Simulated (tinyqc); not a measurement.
From results back to parameters: carrier statistics of a doped semiconductor with parabolic bands. Four cases, with inputs chosen for the exercise.

Problem. With Boltzmann statistics and no minority carriers, p (p + ND)/(NA - ND - p) = K(T) = (N(T)/4) exp(-E/kB T), E the ionisation energy of the majority dopant and N = 2 (m kB T/(4 pi c))^(3/2) with c = hbar^2/2m0, in 1/angstrom^3; times 1e24 for 1/cm^3, m = m_d. The density below was computed from a hidden E.

Constants: hbar^2/2m0 = 3.80998211 eV angstrom^2; kB = 8.617333262e-05 eV/K.

Case 1.

Values chosen (near those of GaN; the results hold for these values, not for the real material):
- NA = 2e+19 1/cm^3 (acceptors)
- ND = 3.3e+17 1/cm^3 (donors)
- m_d = 1.509 m0 (density-of-states mass of the majority band)
- Ta = 280 K

p(Ta) = 2.2834e+17 1/cm^3

Case 2.

Values chosen (near those of SiC; the results hold for these values, not for the real material):
- NA = 9.1e+17 1/cm^3 (acceptors)
- ND = 2.8e+12 1/cm^3 (donors)
- m_d = 1.186 m0 (density-of-states mass of the majority band)
- Ta = 208 K

p(Ta) = 8.1991e+15 1/cm^3

Case 3.

Values chosen (near those of Si; the results hold for these values, not for the real material):
- NA = 6.9e+16 1/cm^3 (acceptors)
- ND = 6.1e+12 1/cm^3 (donors)
- m_d = 0.6 m0 (density-of-states mass of the majority band)
- Ta = 53 K

p(Ta) = 8.8730e+14 1/cm^3

Case 4.

Values chosen (near those of GaN; the results hold for these values, not for the real material):
- NA = 2.2e+19 1/cm^3 (acceptors)
- ND = 1.3e+12 1/cm^3 (donors)
- m_d = 1.485 m0 (density-of-states mass of the majority band)
- Ta = 184 K

p(Ta) = 3.5211e+16 1/cm^3

Find: K(Ta); E.

Solution. The left side gives K; then E = kB T ln(N/(4 K)).

Case 1.

K(Ta) = 6.56e+15 1/cm^3
E = 0.1780 eV

Case 2.

K(Ta) = 7.46e+13 1/cm^3
E = 0.1980 eV

Case 3.

K(Ta) = 1.16e+13 1/cm^3
E = 0.0449 eV

Case 4.

K(Ta) = 5.64e+13 1/cm^3
E = 0.1820 eV

Computed by tinyqc, one run a case: `OMP_NUM_THREADS=1 python tinyqc.py N N+1 out.jsonl` with N = 1651654, 1651788, 1652059, 1652086; one thread of a shared Intel(R) Xeon(R) Processor @ 2.30GHz, about 0.02 s a run at most.
